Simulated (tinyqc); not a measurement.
BCS gap equation with a constant attraction inside the Debye window: one step, computed by the program tinyqc. Command: `OMP_NUM_THREADS=1 python tinyqc.py 3001141 3001142 out.jsonl bcs walk`. One thread of a shared host (Intel(R) Xeon(R) Processor @ 2.30GHz), about 0.01 s of CPU time with the checks.

Pairs attract with strength V for |xi| < k_B Theta; N(0) is the density of states for one spin. Energies are given as temperatures (E/k_B, in K) unless marked.

Problem. Gap at zero temperature. At T = 0 the gap equation 1/(N(0)V) = int_0^Theta d xi/sqrt(xi^2 + Delta^2) has the integral arcsinh(Theta/Delta), so Delta_0 = Theta/sinh(1/(N(0)V)); weak coupling gives 2 Theta exp(-1/(N(0)V)).

Inputs (values chosen for the exercise, for a model metal): coupling N(0)V = 0.579; Debye temperature Theta = 439 K.

Solver: secant.

Constants: k_B = 8.617333262e-05 eV/K.

Give: Delta_0; weak-coupling Delta_0; Delta_0 in meV.

Solution.

Delta_0 = 161.2 K

weak-coupling Delta_0 = 156.1 K

Delta_0 in meV = 13.89 meV
